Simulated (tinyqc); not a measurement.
Bulk resistivity and mean free path from two films.

Problem. In the thick-film limit single-crystal films obey rho = rho0 (1 + 3 (1 - ps) lam/(8 d)). Find rho0, lam and the product rho0 lam.

Inputs (values chosen for the exercise):

| symbol | value | unit | meaning |
|---|---|---|---|
| ps | 0 |  | specular share of surface scattering |

rho at d = 34 and 79 nm (uohm cm): [6.0715368, 5.5693956]

Answer. rho is a straight line in 1/d: the intercept is rho0 and the slope (3/8)(1 - ps) rho0 lam. Without ps only the product (1 - ps) lam could be found.

rho0 = 5.190 uohm cm
lam = 15.40 nm
rho0 lam = 79.93 uohm cm nm

Computed by the program tinyqc: `OMP_NUM_THREADS=1 python tinyqc.py 2100161 2100162 out.jsonl`, one thread of a shared Intel Xeon 2.30GHz, about 0.01 s for the whole run.
